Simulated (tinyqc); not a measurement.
Planar ballistic transistor, top-of-the-barrier model: effect of the insulator thickness.

At the top of the source barrier, states moving towards the drain are filled by the source (Fermi level 0) and states moving back by the drain (Fermi level -q Vd); nothing scatters. U is the shift of the band edge there, set by the capacitances CG, CD and CS (the total) and by the charge. Parabolic two-dimensional band; the source is grounded.

N0 = gv m kB T/(pi hbar^2), CG = eps0 eox/tox, vT = sqrt(2 kB T/(pi m)), CS = CG/aG, n0 = n at U = 0 and Vd = 0. eta1 = -(E0 + U)/Vt, eta2 = eta1 - Vd/Vt, n = (N0/2)[F_0(eta1) + F_0(eta2)], F_0(x) = ln(1 + exp x). U = UL + q (n - n0)/CS with UL = -(aG Vg + aD Vd), energies in eV. I = q (N0/2) vT [F_(1/2)(eta1) - F_(1/2)(eta2)] per width, F_(1/2)(x) = (2/sqrt(pi)) int_0^infinity u^(1/2)/(1 + exp(u - x)) du. CQ = (q/Vt) dn/d(eta1). E0 is held fixed.

Parameters, values chosen for the exercise; mass and valleys close to those of indium arsenide:
```
symbol   value  unit                                                                 meaning
T          300     K                                                             temperature
m       0.0311    m0                                                          effective mass
gv           1                                                             valley degeneracy
eox        3.9                                   relative permittivity of the gate insulator
aG        0.95                                                            gate control CG/CS
aD        0.02                                                           drain control CD/CS
E0        0.15    eV  band edge at the barrier top above the source Fermi level at zero bias
Vg         0.7     V                                                            gate voltage
Vd         0.7     V                                                           drain voltage
```

Constants: q = 1.602176634e-19 C, kB = 1.380649e-23 J/K, hbar = 1.054571817e-34 J s, m0 = 9.1093837015e-31 kg, Vt = kB T/q, eps0 = 8.8541878128e-14 F/cm where lengths are in cm. Results are converted to the units shown.

Effect of the insulator thickness:

| tox (nm) | eta1 | n (cm^-2) | I (uA/um) | mean velocity I/(q n) (cm/s) | CQ/CS |
|---|---|---|---|---|---|
| 0.5 | 17.901 | 3.0061e12 | 4694.6 | 9.7474e7 | 0.14317 |
| 0.74 | 16.886 | 2.8357e12 | 4303.2 | 9.4717e7 | 0.21188 |
| 1.1 | 15.563 | 2.6135e12 | 3810.4 | 9.1000e7 | 0.31495 |
| 1.6 | 14.036 | 2.3570e12 | 3267.3 | 8.6521e7 | 0.45811 |
| 2.4 | 12.131 | 2.0371e12 | 2630.9 | 8.0608e7 | 0.68716 |
| 3.6 | 10.079 | 1.6926e12 | 2000.1 | 7.3755e7 | 1.0307 |
| 5.4 | 8.0403 | 1.3502e12 | 1435.0 | 6.6335e7 | 1.5456 |
| 8 | 6.2214 | 1.0451e12 | 989.61 | 5.9102e7 | 2.2860 |

As tox goes from 0.5 to 8 nm, n falls from 3.01e12 to 1.05e12 cm^-2, the mean velocity falls from 9.75e7 to 5.91e7 cm/s and the current falls from 4690 to 990 uA/um. CQ/CS goes from 0.14 to 2.3. Over the range the current goes as tox^(-0.56) on average. For tox = 0.5 to 2.4 nm the source Fermi level lies over 0.3 eV above the band edge, where a light band is no longer parabolic. For tox = 0.5 to 0.74 nm the insulator is under 1 nm thick, where gate tunnelling would matter.

tinyqc, about 0.01 s, one thread, Intel Xeon 2.30GHz (shared host): `OMP_NUM_THREADS=1 python tinyqc.py 2400108 2400109 out.jsonl`
